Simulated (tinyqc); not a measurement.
# IGBT as a p-i-n diode in series with a MOS channel, on-state and switching loss: effects of single changes

High injection (n = p) in a drift layer from x = -W/2 (anode) to +W/2 (cathode side), recombination only in the layer with lifetime tau, ideal emitters. The channel feeds the cathode side and carries the whole current. Auger recombination, carrier-carrier scattering, emitter losses and the carrier dip under the p body are left out.

Values chosen for this exercise; material values close to those of silicon: temperature T = 300 K; band gap Eg = 1.13 eV; conduction-band density of states at T Nc = 2.81e19 cm^-3; valence-band density of states at T Nv = 2.61e19 cm^-3; electron mobility mn = 1400 cm^2/(V s); hole mobility mp = 480 cm^2/(V s); width of the drift layer W = 130 um; doping of the drift layer Nd = 5.9e13 cm^-3; high-injection lifetime tau = 0.71 us; current density J = 150 A/cm^2; channel and accumulation resistance Rch = 0.95 mohm cm^2; link voltage Vdc = 800 V; turn-off energy per stored charge and link voltage ks = 0.12; switching frequency f = 5 kHz.

Constants: q = 1.602176634e-19 C, kB = 1.380649e-23 J/K, Vt = kB T/q. Results are converted to the units shown.

Each table varies one quantity; the others keep the values above.

## Effect of the current density

b = mn/mp, B = (b - 1)/(b + 1), La = sqrt(2 Vt mn mp tau/(mn + mp)), y = W/(2 La). n(x) = (tau J/(2 q La))[cosh(x/La)/sinh y - B sinh(x/La)/cosh y]. Vm = Vt [(8 b/(b + 1)^2)(sinh y/s) arctan(s sinh y) + B ln((1 + B tanh^2 y)/(1 - B tanh^2 y))], s = sqrt(1 - B^2 tanh^2 y); Vj = Vt ln(n(-W/2) n(W/2)/ni^2), ni = sqrt(Nc Nv) exp(-Eg/(2 Vt)), Eg in volts; Vc = J Rch; Von = Vm + Vj + Vc. Stored charge tau J, turn-off energy Eoff = ks tau J Vdc, loss at half duty 0.5 J Von + f Eoff. A unipolar device on the same layer has Vu = J (W/(q mn Nd) + Rch).

The same in every row: y = 1.794.

Result of one run:
```
J (A/cm^2)	Von (V)	Vu (V)	Eoff (mJ/cm^2)	total loss (W/cm^2)
31	0.9492	30.48	2.113	25.28
```

What becomes of these results when the current density J is changed from 31 to 500 A/cm^2, all else the same?

Result of the changed run:
```
J (A/cm^2)	Von (V)	Vu (V)	Eoff (mJ/cm^2)	total loss (W/cm^2)
500	1.538	491.6	34.08	555.0
```

The whole series:
```
J (A/cm^2)	Von (V)	Vu (V)	Eoff (mJ/cm^2)	total loss (W/cm^2)
0.3	0.6802	0.2950	0.02045	0.2043
0.76	0.7287	0.7473	0.05180	0.5359
1.9	0.7771	1.868	0.1295	1.386
4.8	0.8278	4.720	0.3272	3.623
12	0.8820	11.80	0.8179	9.382
31	0.9492	30.48	2.113	25.28
78	1.042	76.70	5.316	67.20
200	1.206	196.7	13.63	188.8
500	1.538	491.6	34.08	555.0
```

As J goes from 0.3 to 500 A/cm^2, Von rises from 0.680 to 1.54 V, Eoff rises from 0.0204 to 34.1 mJ/cm^2 and the total loss rises from 0.204 to 555 W/cm^2. Von is below Vu in 8 of the 9 rows. At low current the junction voltage makes the bipolar device the worse one. For J = 0.3 to 0.76 A/cm^2 the injected density falls below 5 Nd somewhere, so high injection is doubtful. At J = 500 A/cm^2 the density at the anode passes 2e17 cm^-3, where Auger recombination and emitter losses matter.

## Effect of the high-injection lifetime

Same model as above.

The same in every row: Vu (V) = 147.5.

Effect of the high-injection lifetime:
```
tau (us)	y	Von (V)	Eoff (mJ/cm^2)	total loss (W/cm^2)
0.23	3.153	1.731	3.312	146.4
0.38	2.453	1.326	5.472	126.8
0.62	1.920	1.168	8.928	132.3
1	1.512	1.102	14.40	154.7
1.6	1.195	1.075	23.04	195.9
2.7	0.9202	1.069	38.88	274.6
4.4	0.7208	1.075	63.36	397.4
7.1	0.5674	1.088	102.2	592.8
```

As tau goes from 0.23 to 7.1 us, Von goes from 1.73 through a minimum of 1.07 (at tau = 2.7 us among the rows listed) to 1.09 V, Eoff rises from 3.31 to 102 mJ/cm^2 and the total loss goes from 146 through a minimum of 127 (at tau = 0.38 us among the rows listed) to 593 W/cm^2. Von is below Vu in 8 of the 8 rows. A short lifetime starves the middle of the layer, a long one stores charge, hence the minimum of the loss. For tau = 1.6 to 7.1 us the density at the anode passes 2e17 cm^-3, where Auger recombination and emitter losses matter.

## Effect of the width of the drift layer

Same model as above.

The same in every row: Eoff (mJ/cm^2) = 10.224.

Effect of the width of the drift layer:
```
W (um)	y	Von (V)	Vu (V)	total loss (W/cm^2)
52	0.71776	1.0280	59.082	128.22
68	0.93860	1.0354	77.217	128.78
89	1.2285	1.0577	101.02	130.45
120	1.6564	1.1170	136.16	134.89
150	2.0704	1.2108	170.16	141.93
200	2.7606	1.4905	226.83	162.90
260	3.5888	2.2134	294.84	217.13
```

What does the comparison show?

As W goes from 52 to 260 um, Von rises from 1.03 to 2.21 V, Eoff stays at 10.2 mJ/cm^2 and the total loss rises from 128 to 217 W/cm^2. Von is below Vu in 7 of the 7 rows.

Numbers from tinyqc (`OMP_NUM_THREADS=1 python tinyqc.py 2590117 2590118 out.jsonl`; about 0.01 s on one thread of a shared Intel Xeon 2.30GHz).
